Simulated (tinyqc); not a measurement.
# Diffused layer (Gaussian), carriers, mobility and sheet resistance: effects of single changes

An n-type layer from the surface x = 0 to the junction xj, N(x) = N0 exp(-(x/Ld)^2). Local neutrality (no depletion at surface or junction, no spilling of carriers), intrinsic carriers neglected, full ionisation of active dopants.

Parameters, values chosen for the exercise; values close to those of phosphorus in silicon over a p-type background: temperature T = 250 K; background doping of the opposite type Nb = 9.8e15 cm^-3; peak chemical concentration N0 = 2.9e19 cm^-3; mobility limit at high doping m1 = 68.9 cm^2/(V s); mobility limit at low doping, at 300 K m2 = 1470 cm^2/(V s); reference doping of the mobility law Nr = 9.25e16 cm^-3; exponent of the mobility law am = 0.695; temperature exponent of m2 bt = 2; solubility limit of active dopant Ns = 4.04e20 cm^-3; diffusion length 2 sqrt(D t) Ld = 8.3 nm.

Constants: q = 1.602176634e-19 C. Results are converted to the units shown.

Each table varies one quantity; the others keep the values above.

## Effect of the peak chemical concentration

xj = Ld sqrt(ln(N0/Nb)). Active dopant A = min(N, Ns); n = A - Nb; mobility mu = m1 + (m2 (T/300 K)^(-bt) - m1)/(1 + ((A + Nb)/Nr)^am). Dose = integral of N, carrier sheet density = integral of n, 1/Rs = q integral of n mu, mean mobility 1/(q Rs sheet density), Hall mobility (unit Hall factor) = integral of n mu^2 over integral of n mu, Hall sheet density = (integral of n mu)^2/integral of n mu^2; all from 0 to xj. Integrals on 4000 steps.

Result of one run:
columns A: N0 (cm^-3); B: xj (nm); C: dose (cm^-2); D: carriers (cm^-2); E: Rs (ohm/square); F: mean mobility (cm^2/(V s)); G: Rs xj (ohm nm); H: Hall/true sheet density
```
A           B         C         D     E      F        G       H
2.9e19  23.47  2.133e13  2.131e13  2266  129.3  5.317e4  0.8218
```

What becomes of these results when the peak chemical concentration N0 is changed from 2.9e19 to 5.3e17 cm^-3, all else the same?

Result of the changed run:
columns A: N0 (cm^-3); B: xj (nm); C: dose (cm^-2); D: carriers (cm^-2); E: Rs (ohm/square); F: mean mobility (cm^2/(V s)); G: Rs xj (ohm nm); H: Hall/true sheet density
```
A           B         C         D        E      F        G       H
5.3e17  16.58  3.880e11  3.718e11  2.552e4  657.8  4.232e5  0.9374
```

The whole series:
columns A: N0 (cm^-3); B: xj (nm); C: dose (cm^-2); D: carriers (cm^-2); E: Rs (ohm/square); F: mean mobility (cm^2/(V s)); G: Rs xj (ohm nm); H: Hall/true sheet density
```
A           B         C         D        E      F        G       H
5.3e17  16.58  3.880e11  3.718e11  2.552e4  657.8  4.232e5  0.9374
1.5e18  18.62  1.102e12  1.083e12  1.359e4  424.0  2.529e5  0.8810
3.9e18  20.31  2.867e12  2.847e12     7893  277.7  1.603e5  0.8319
1.1e19  22.00  8.090e12  8.068e12     4283  180.6  9.420e4  0.8063
2.9e19  23.47  2.133e13  2.131e13     2266  129.3  5.317e4  0.8218
7.9e19  24.89  5.811e13  5.808e13     1072  100.2  2.669e4  0.8702
2.2e20  26.27  1.618e14  1.618e14    455.5  84.69  1.197e4  0.9261
5.9e20  27.53  4.340e14  3.730e14    214.4  78.04     5903  0.9608
1.6e21  28.76  1.177e15  5.076e14    160.0  76.83     4602  0.9719
```

As N0 goes from 5.3e17 to 1.6e21, xj rises from 16.6 to 28.8 nm, Rs falls from 25500 to 160 ohm/square, the mean mobility falls from 658 to 76.8 cm^2/(V s) and the share of the dose that conducts goes from 95.8 through a maximum of 100 (at N0 = 2.2e20 among the rows listed) to 43.1 %. Rs goes as dose^(-0.60) at the low end and dose^(-0.29) at the high end; constant mobility and activation would give -1. Above N0 = Ns = 4.04e20 cm^-3 added dopant only widens the clipped top. For N0 = 5.3e17, 1.5e18, 3.9e18 depletion at the junction, left out, would remove a tenth of the carriers or more.

## Effect of the background doping of the opposite type

Same model as above.

xj = Ld sqrt(ln(N0/Nb)). Integrals on 4000 steps.

Effect of the background doping of the opposite type:
columns A: Nb (cm^-3); B: xj (nm); C: dose (cm^-2); D: carriers (cm^-2); E: Rs (ohm/square); F: mean mobility (cm^2/(V s)); G: Rs xj (ohm nm); H: Hall/true sheet density
```
A           B         C         D     E      F        G       H
1e14    29.44  2.133e13  2.133e13  2253  129.9  6.632e4  0.7962
4.5e14  27.62  2.133e13  2.133e13  2254  129.8  6.224e4  0.7980
2e15    25.69  2.133e13  2.133e13  2256  129.7  5.797e4  0.8038
9e15    23.59  2.133e13  2.131e13  2265  129.3  5.343e4  0.8204
4e16    21.30  2.133e13  2.124e13  2293  128.2  4.884e4  0.8562
1.8e17  18.71  2.130e13  2.096e13  2374  125.4  4.442e4  0.9101
8.1e17  15.70  2.117e13  1.990e13  2615  119.9  4.106e4  0.9620
3.6e18  11.99  2.046e13  1.614e13  3492  110.8  4.186e4  0.9919
```

As Nb goes from 1e14 to 3.6e18, xj falls from 29.4 to 12.0 nm, Rs rises from 2250 to 3490 ohm/square, the mean mobility falls from 130 to 111 cm^2/(V s) and the share of the dose that conducts falls from 100 to 78.9 %. For Nb = 8.1e17, 3.6e18 depletion at the junction, left out, would remove a tenth of the carriers or more.

Program tinyqc, `OMP_NUM_THREADS=1 python tinyqc.py 2110019 2110020 out.jsonl`; Intel Xeon 2.30GHz, shared host, one thread, about 0.01 s.
